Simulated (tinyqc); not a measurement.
Comparisons within one model: sp3s* tight binding. A value that a table varies takes the place of the one given here.

sp3s* tight binding, nearest neighbours only: anion (a) at 0, cation (c) at a/4 (1,1,1), orbitals s, px, py, pz, s* on each; k in units of 2 pi/a. With phases e_j = exp(i (pi/2) k.n_j) for n = (1,1,1), (1,-1,-1), (-1,1,-1), (-1,-1,1): g0 = (e1+e2+e3+e4)/4, g1 = (e1+e2-e3-e4)/4, g2 = (e1-e2+e3-e4)/4, g3 = (e1-e2-e3+e4)/4. The diagonal holds the levels Esa, Epa, Exa (s*) and Esc, Epc, Exc. Anion-cation block: <sa|sc> = Vss g0; <sa|xc> = Vsapc g1; <xa|sc> = -Vscpa g1; <xa|xc> = Vxx g0; <xa|yc> = <ya|xc> = Vxy g3, <xa|zc> = <za|xc> = Vxy g2, <ya|zc> = <za|yc> = Vxy g1; <s*a|xc> = Vxapc g1; <xa|s*c> = -Vpaxc g1; y and z take g2 and g3 in place of g1; s-s* and s*-s* vanish.

Inputs chosen for the exercise (near a published set for GaAs, fitted to gaps, whose masses and valley positions are rough; the results hold for these values, not for the real material):
```
symbol  value   unit  meaning
Esa     -8.359  eV    s level of the anion
Epa     1.039   eV    p level of the anion
Esc     -2.652  eV    s level of the cation
Epc     3.678   eV    p level of the cation
Exa     8.617   eV    s* level of the anion
Exc     6.755   eV    s* level of the cation
Vss     -6.433  eV    s-s
Vxx     1.95    eV    px-px
Vxy     5.074   eV    px-py
Vsapc   4.482   eV    s anion, p cation
Vscpa   5.774   eV    s cation, p anion
Vxapc   4.85    eV    s* anion, p cation
Vpaxc   4.806   eV    p anion, s* cation
eta     3             scaling exponent
D001    0.94          ratio -ezz/exx
```

## What the s* orbital does

The s* couplings Vxapc and Vpaxc are scaled by f; f = 0 is the plain sp3 model. Gaps from the top of the valence band at Gamma; the Delta value is the minimum on (x,0,0), 0.5 <= x <= 1.

Gaps (eV):
```
f,Gamma,Delta,L,x of the minimum
0.00,1.5279,4.0576,2.8958,0.500
0.25,1.5279,3.9348,2.7869,0.500
0.50,1.5279,3.6245,2.4999,0.500
0.75,1.5279,3.0536,2.1116,1.000
0.90,1.5279,2.4441,1.8565,1.000
1.00,1.5279,2.0321,1.6826,1.000
1.10,1.5279,1.6178,1.5072,1.000
```

What can be read from the table?

The gap at Gamma stays, since g1 to g3 vanish there. From f = 0 to 1 the s* levels lower the Delta value by 2.025 eV and L by 1.213 eV. For f = 0, 0.25 and 0.5 the least value lies at x = 0.5, the end of the range: any valley further out lies above that value until s* has lowered it enough. The lowest of the three is Gamma at both f = 0 and f = 1.

## Hydrostatic strain (sp3s* tight binding, strained)

Strain e moves each bond vector to d = (1 + e) d0 (no internal displacement for the diagonal strains used here) and k is given in fractions of the strained reciprocal cell, so the phases stay. Two-centre values Vss_sigma = Vss/4, Vsp_sigma = sqrt3 V/4 for each s-p and s*-p pair, Vpp_sigma = (Vxx + 2 Vxy)/4, Vpp_pi = (Vxx - Vxy)/4 are scaled by (d0/d)^eta and combined with the new direction cosines; the levels on the diagonal stay.

exx = eyy = ezz = e. Gaps as measured from the top of the valence band; the deformation potentials are (gap(0.01) - gap(-0.01))/0.06.

Gaps (eV):
```
e,Gamma,Delta,L,x of the minimum
-0.03,2.2514,2.0120,2.0267,1.000
-0.02,1.9990,2.0174,1.9068,1.000
-0.01,1.7581,2.0241,1.7921,1.000
0.00,1.5279,2.0321,1.6826,1.000
0.01,1.3082,2.0411,1.5782,1.000
0.02,1.0982,2.0510,1.4789,1.000
0.03,0.8976,2.0617,1.3845,1.000
```

gap deformation potentials (eV): Gamma -7.498, Delta 0.283, L -3.564

What can be read from the table?

Per unit of volume strain the gaps move by -7.50 (Gamma), +0.28 (Delta) and -3.56 eV (L). The lowest valley changes from the Delta line to L between e = -0.03 and -0.02 and from L to Gamma between e = -0.02 and -0.01. These potentials follow from the one exponent eta, which fitted models replace by one for each integral; with it the sizes are rough, the sign for Delta can be wrong (in Si, Ge and the III-V crystals measured values are small and positive), and the pressures at which valleys cross, and which valley takes over, are rough too. A gap of zero, where one is listed, marks an s level that has sunk below the valence top.

## Biaxial strain splits the top of the valence band (sp3s* tight binding, strained)

No spin-orbit coupling; k = 0; exx = eyy = e, ezz = -D001 e. The four bonds keep equal lengths, and the sums over them give Vxx(e) for px and py and Vzz(e) for pz; each level is the lower root of [[Epa, V], [V, Epc]], and the s level the upper root of the s block. The shear potential b follows from E(x,y) - E(z) = 3 b (exx - ezz), taken as the slope between e = -0.005 and 0.005.

Couplings and levels at Gamma (eV):
```
e,ezz,Vxx(e),Vzz(e),"E(x,y)",E(z),"E(x,y) - E(z) (meV)",upper s level
-0.020,0.0188,1.8551,2.2625,0.0820,-0.2607,342.6,1.6556
-0.010,0.0094,1.9038,2.1041,0.0421,-0.1251,167.2,1.5940
-0.005,0.0047,1.9272,2.0265,0.0229,-0.0597,82.6,1.5631
0.005,-0.0047,1.9722,1.8746,-0.0144,0.0661,-80.5,1.5007
0.010,-0.0094,1.9937,1.8003,-0.0323,0.1264,-158.8,1.4694
0.020,-0.0188,2.0350,1.6549,-0.0668,0.2419,-308.7,1.4064
```

b = -2.801 eV

How do the results move?

Under tension in the plane (e > 0) the bonds tilt towards the plane, Vxx grows to 1.9937 and Vzz falls to 1.8003 eV at e = 0.01, and the pz state forms the top of the valence band, by 158.8 meV; under compression (e = -0.01) the px, py pair does, by 167.2 meV. The slope gives b = -2.80 eV, a rough value, since on-site strain terms are left out (measured values lie near -2 eV).

## What each parameter does

Gaps from the top of the valence band at Gamma; Delta is the minimum on (x,0,0), 0.5 <= x <= 1. Each row changes one parameter from the base and keeps the others.

Results:
```
case,Ev (eV),gap Gamma (eV),gap Delta (eV),gap L (eV)
base,0.0040,1.5279,2.0321,1.6826
Vxapc = 4.55 eV,0.0040,1.5279,2.2800,1.7483
Esa = -8.659 eV,0.0040,1.4401,2.0005,1.6391
Epa = 0.839 eV,-0.1534,1.6854,2.1896,1.8218
Exa = 8.417 eV,0.0040,1.5279,1.9684,1.6657
Vpaxc = 4.506 eV,0.0040,1.5279,2.0321,1.7191
Esc = -2.452 eV,0.0040,1.6691,2.0321,1.7623
```

What can be read from the table?

The largest shifts from the base row, up to three for each result and ties (the steps differ in size, so this ranks the rows, not the parameters). Ev (eV): Epa -0.1575; unchanged at the printed digits by Vxapc, Esa, Exa, Vpaxc and Esc. gap Gamma (eV): Epa +0.1575, Esc +0.1411, Esa -0.0879; unchanged at the printed digits by Vxapc, Exa and Vpaxc. gap Delta (eV): Vxapc +0.2479, Epa +0.1575, Exa -0.0637; unchanged at the printed digits by Vpaxc and Esc. gap L (eV): Epa +0.1393, Esc +0.0797, Vxapc +0.0657. Vxapc, Exa and Vpaxc cannot move Ev or the gap at Gamma, whose blocks do not hold them; s parameters never move Ev, and move the gap only where the lowest empty level at Gamma is s-like.

tinyqc: `OMP_NUM_THREADS=1 python tinyqc.py 1450817 1450818 out.jsonl`; about 0.1 s, one thread, shared Intel(R) Xeon(R) Processor @ 2.30GHz.
